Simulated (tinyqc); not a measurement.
# The temperature window

Model: atomic layer deposition: Langmuir saturation, growth per cycle and coating of deep features. Computed by tinyqc, a small Python program. Command: `OMP_NUM_THREADS=1 python tinyqc.py 3021833 3021834 out.jsonl ald sweep`. One thread of a shared host (Intel(R) Xeon(R) Processor @ 2.30GHz), about 0.04 s of CPU time with the checks.

Precursor A sticks only on free sites, so a long enough pulse saturates; co-reactant B then frees the sites again.

Inputs (values chosen for the exercise, modelled on aluminium oxide from trimethylaluminium and water):

| quantity | value | unit |
|---|---|---|
| precursor mass M | 72 | u |
| site density q | 4.5 | 1/nm^2 |
| growth per cycle at saturation G | 1.2 | angstrom |
| sticking probability beta on free sites | 0.023 | - |
| precursor pressure p | 1.8 | Pa |
| pulse time t | 0.15 | s |
| co-reactant completion per pulse c_B | 0.999 | - |
| desorption energy E_d | 1.72 | eV |
| purge time t_p | 2.7 | s |

Constants: u = 1.6605390666e-27 kg; k_B = 1.380649e-23 J/K; k_B = 8.617333262e-05 eV/K.

Method:
- Wall flux F = p/sqrt(2 pi M k_B T); rate of filling k_a = beta F/q; desorption k_d = 1e13 exp(-E_d/(k_B T)) per second. 1/m^2 = 1e-18/nm^2.
- Temperatures in kelvin are T(C) + 273.15.
- One cycle from coverage th0: pulse A gives th1 = th_s + (th0 - th_s) exp(-(k_a + k_d) t), th_s = k_a/(k_a + k_d); the purge leaves th2 = th1 exp(-k_d t_p); pulse B converts c_B th2 into film and leaves th3 = (1 - c_B) th2. Growth = G c_B th2.
- The periodic state has th0 = th3: th0 = (1 - c_B) e_p th_s (1 - e_a)/(1 - (1 - c_B) e_p e_a), with e_a = exp(-(k_a + k_d) t), e_p = exp(-k_d t_p).
- Share of impinging molecules used = q (th1 - th0)/(F t).

One run for each value:

| temperature T (C) | growth per cycle (angstrom) | k_d (1/s) | k_a (1/s) |
|---|---|---|---|
| 150 | 1.1988 | 3.2700e-08 | 138.87 |
| 200 | 1.1988 | 4.7791e-06 | 131.33 |
| 250 | 1.1979 | 2.6936e-04 | 124.90 |
| 300 | 1.1747 | 7.5133e-03 | 119.32 |
| 400 | 0.0330 | 1.3262e+00 | 110.11 |

Give the missing row, temperature T (C) = 350.

Computed row:
```
temperature T (C)  growth per cycle (angstrom)   k_d (1/s)  k_a (1/s)
350                                     0.8595  1.2284e-01     114.44
```

Interpolating between the two neighbouring rows (linearly) misses most in k_d (1/s), by a factor of 5.4. Over the rows, growth per cycle (angstrom) falls from 1.20 to 0.0330; k_d (1/s) rises from 3.27e-8 to 1.33. Among these rows desorption in the purge stays under 5 % up to 300 C and then closes the window from above. The sticking probability is held fixed here; a real one drops at low T, which closes the window from below. Left out: 450, 500, 550 (far above the temperature window).

Caution (rows 350, 400): many metal-organic precursors decompose at such temperatures, which adds growth left out here.
